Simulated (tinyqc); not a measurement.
# One-sided p+-n junction, ionisation integral and breakdown: what changes with what

A p+ layer at x < 0 and an n drift layer from x = 0. Depletion approximation, built-in voltage neglected. Local ionisation coefficients alpha_n = an exp(-(bn/E)^mx), alpha_p = ap exp(-(bp/E)^mx). Electrons move towards +x, holes towards x = 0.

Values chosen for this exercise; material values close to those of indium phosphide:
```
symbol   value        unit                                           meaning
eps_r     12.7                                         relative permittivity
an      1.13e7        1/cm  prefactor of the electron ionisation coefficient
bn      3.23e6        V/cm                      field constant for electrons
ap      4.89e6        1/cm      prefactor of the hole ionisation coefficient
bp      2.54e6        V/cm                          field constant for holes
mx           1                                                      exponent
mu        5250  cm^2/(V s)              electron mobility of the drift layer
N       6.3e14       cm^-3                  donor density of the drift layer
```

Constants: q = 1.602176634e-19 C, eps0 = 8.8541878128e-14 F/cm where lengths are in cm. Results are converted to the units shown.

Each table varies one quantity; the others keep the values above.

## Multiplication against voltage

W = sqrt(2 eps0 eps_r V/(q N)), peak field E0 = q N W/(eps0 eps_r), falling linearly to 0 at W. G(x) = integral from 0 to x of (alpha_n - alpha_p); I_n = integral of alpha_n exp(-G) (electrons injected at x = 0), I_p = integral of alpha_p exp(G(end) - G) (holes injected at the far edge); M = 1/(1 - I). Integrals on a fine grid; BV is where I_n = 1. Here BV = 719.025 V; the Miller exponent is n = ln(1 - 1/M)/ln(V/BV).

Results:
```
V (V),E0 (kV/cm),I_n,I_p,M_n,M_p,"Miller n, electrons","Miller n, holes"
288,227,0.00121,0.0133,1.00,1.01,7.34,4.72
360,254,0.00680,0.0523,1.01,1.06,7.21,4.27
431,278,0.0249,0.140,1.03,1.16,7.22,3.84
575,321,0.185,0.514,1.23,2.06,7.55,2.98
618,333,0.310,0.662,1.45,2.96,7.73,2.72
662,345,0.518,0.816,2.07,5.42,7.96,2.47
690,352,0.715,0.909,3.51,11.0,8.13,2.31
708,357,0.880,0.966,8.36,29.8,8.25,2.21
```

Estimate the missing row, V = 503 V.

Computed row:
```
V (V),E0 (kV/cm),I_n,I_p,M_n,M_p,"Miller n, electrons","Miller n, holes"
503,301,0.0729,0.296,1.08,1.42,7.33,3.41
```

With this row back in the table: M_n rises from 1.001 to 8.36 and M_p from 1.013 to 29.8; both diverge at BV. The Miller exponent for electrons goes from 7.34 through a minimum of 7.21 (at V = 360 among the rows listed) to 8.25 and that for holes falls from 4.72 to 2.21. The larger multiplication belongs to holes, whose coefficient at the peak field of the last row is 3.00 times the other.

## Effect of the drift doping

Same model as above.

Specific on-resistance Ron = W/(q mu N) with constant mobility and full ionisation.

Results:
```
N (cm^-3),BV (V),E0 at BV (kV/cm),W at BV (um),Ron (mohm cm^2),BV^2/Ron (MW/cm^2),eps0 eps_r mu E0^3/4 (MW/cm^2)
5.2e13,5.45e3,284,383,877,33.9,33.9
1e14,3.18e3,301,211,251,40.2,40.2
1.9e14,1.88e3,319,118,73.8,48.0,48.0
3.7e14,1.10e3,340,64.6,20.7,58.2,58.2
7.1e14,654,364,36.0,6.02,71.0,71.0
1.4e15,384,391,19.6,1.67,88.4,88.4
5e15,145,454,6.38,0.152,138,138
```

Estimate the missing row, N = 2.6e15 cm^-3.

Computed row:
```
N (cm^-3),BV (V),E0 at BV (kV/cm),W at BV (um),Ron (mohm cm^2),BV^2/Ron (MW/cm^2),eps0 eps_r mu E0^3/4 (MW/cm^2)
2.6e15,238,420,11.3,0.518,109,109
```

With this row back in the table: BV falls from 5450 to 145 V while the critical field rises from 284 to 454 kV/cm. BV goes as N^(-0.82) between the first two rows and N^(-0.76) between the last two (a coefficient proportional to E^7 gives -0.75 without punch-through). Ron goes as BV^(2.39) over the table; the last two columns agree since BV = E0 W/2 and N = eps0 eps_r E0/(q W).

Computed by the program tinyqc: `OMP_NUM_THREADS=1 python tinyqc.py 2120115 2120116 out.jsonl`, one thread of a shared Intel Xeon 2.30GHz, about 0.06 s for the whole run.
